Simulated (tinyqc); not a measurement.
Worked calculation: RHF in the 3-21g basis, for He, spin multiplicity 1. One step of it, computed by the program tinyqc.

Question. Iteration 6 (converged): orbitals. Diagonalise F' = X^T F X, C = X C', fill 1 alpha and 1 beta electrons from the bottom; D = 2 C_occ C_occ^T. Each column has its largest component positive (the first on a tie).

converged F (hartree):
```
           1He 1s     1He 2s
1He 1s  -0.070801  -1.118003
1He 2s  -1.118003  -0.499364
```

X:
```
                1         2
1He 1s   1.111407  0.559855
1He 2s  -1.111407  0.559855
```

Give: F' = X^T F X; orbital energies; coefficients C; D after iteration 6.

Answer.

F' = X^T F X (hartree):
```
       1       2
1  2.058   0.267
2  0.267  -0.880
```

orbital energies (hartree): MO1 -0.904, MO2 2.082

coefficients C:
```
          MO1     MO2
1He 1s  0.458   1.157
1He 2s  0.657  -1.057
```

D after iteration 6:
```
        1He 1s  1He 2s
1He 1s   0.419   0.602
1He 2s   0.602   0.864
```
